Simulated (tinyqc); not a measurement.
A particle near a wafer in liquid: double-layer and van der Waals forces (DLVO), deposition barrier and removal: one step, computed by the program tinyqc.

Sphere and flat wall, Derjaguin approximation, constant potentials in the linear-superposition form, no retardation and no hydration force.

Problem. Removing an attached particle. Adhesion F_a = A R/(6 h0^2) [1 + a^2/(R h0)] - kappa Z R exp(-kappa h0), a the contact radius. Drag in a shear flow F_d = 1.7 x 6 pi mu R^2 G, acting at 1.4 R; rolling starts when 1.4 R F_d = a F_a. Wall shear stress = mu G.

Inputs (values chosen for the exercise, of the order of those for alumina on silica in water): particle radius R = 240 nm; Hamaker constant A = 1.1e-20 J; temperature T = 323 K; contact distance h0 = 0.4 nm; contact radius over R = 0.084; viscosity = 0.62 mPa s.

kappa = 0.1296256 1/nm

Z = 5.437314 pN

Give: van der Waals adhesion; net adhesion F_a; wall shear stress for rolling; shear rate G.

Solution.

van der Waals adhesion = 14392.4 pN

net adhesion F_a = 14232 pN

wall shear stress for rolling = 462.6 Pa

shear rate G = 7.462e+05 1/s
